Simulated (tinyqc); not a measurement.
Worked calculation: geometry optimisation on the unrestricted LDA (VWN5)/sto-6g surface (energies and gradients from PySCF), for BeH, spin multiplicity 2. Computed by tinyqc, a small Python program that keeps every step (integrals from PySCF). Settings: charge = 0, multiplicity = 2, basis = sto-6g, functional = lda,vwn, optimiser = bfgs, first Hessian = 0.15, largest step = 0.5, iteration cap = 30. Command: `OMP_NUM_THREADS=1 python tinyqc.py 27522 27523 out.jsonl` (the two numbers bound the seeds that draw the settings). One thread of a shared host (Intel(R) Xeon(R) Processor @ 2.60GHz), about 2 s of CPU time with the checks.

## Step 1: energy and gradient

positions at the start (bohr):
```
            x         y         z
1Be  0.000000  0.000000  0.000000
2H   0.000000  0.000000  2.517115
```

Self-consistent energy and analytic gradient at these positions.

energy = -14.95860299 hartree

gradient (hartree/bohr):
```
              x           y            z
1Be  0.00000000  0.00000000  -0.00334727
2H   0.00000000  0.00000000   0.00334666
```

## Step 1: move

Quasi-Newton step p = -H^(-1) g (first H = 0.15 times the unit matrix); steps longer than 0.5 bohr are cut back.

positions after step 1 (bohr):
```
            x         y         z
1Be  0.000000  0.000000  0.022315
2H   0.000000  0.000000  2.494804
```

## Step 2: energy and gradient

As before.

energy = -14.95856442 hartree

gradient (hartree/bohr):
```
              x           y            z
1Be  0.00000000  0.00000000   0.00521248
2H   0.00000000  0.00000000  -0.00521303
```

## Step 2: move

inverse Hessian in use (bohr^2/hartree), lower triangle:
```
          1         2         3         4         5         6
1  6.666667
2  0.000000  6.666667
3  0.000000  0.000000  4.636928
4  0.000000  0.000000  0.000000  6.666667
5  0.000000  0.000000  0.000000  0.000000  6.666667
6  0.000000  0.000000  2.029955  0.000000  0.000000  4.636496
```

Quasi-Newton step p = -H^(-1) g (the inverse Hessian comes from BFGS updates; coordinates in the order x, y, z of each atom); steps longer than 0.5 bohr are cut back.

positions after step 2 (bohr):
```
            x         y         z
1Be  0.000000  0.000000  0.008727
2H   0.000000  0.000000  2.508393
```

## Step 3: energy and gradient

As before.

energy = -14.95863322 hartree

gradient (hartree/bohr):
```
              x           y            z
1Be  0.00000000  0.00000000  -0.00009650
2H   0.00000000  0.00000000   0.00009591
```

## Step 3: move

inverse Hessian in use (bohr^2/hartree), lower triangle:
```
          1         2         3         4         5         6
1  6.666667
2  0.000000  6.666667
3  0.000000  0.000000  4.612933
4  0.000000  0.000000  0.000000  6.666667
5  0.000000  0.000000  0.000000  0.000000  6.666667
6  0.000000  0.000000  2.053574  0.000000  0.000000  4.613253
```

As before.

positions after step 3 (bohr):
```
            x         y         z
1Be  0.000000  0.000000  0.008976
2H   0.000000  0.000000  2.508149
```

## Convergence

Stop when the largest gradient component is below 3e-5 hartree/bohr. The inverse Hessian follows the BFGS update with s = step, y = change of gradient.

Course of the optimisation:
```
step   E (hartree)  largest gradient (hartree/bohr)
1     -14.95860299                         3.35e-03
2     -14.95856442                         5.21e-03
3     -14.95863322                         9.65e-05
4     -14.95863325                         2.99e-06
```

Final distances (angstrom):
```
pair    distance
2H-1Be  1.322506
```

Converged in 4 steps.
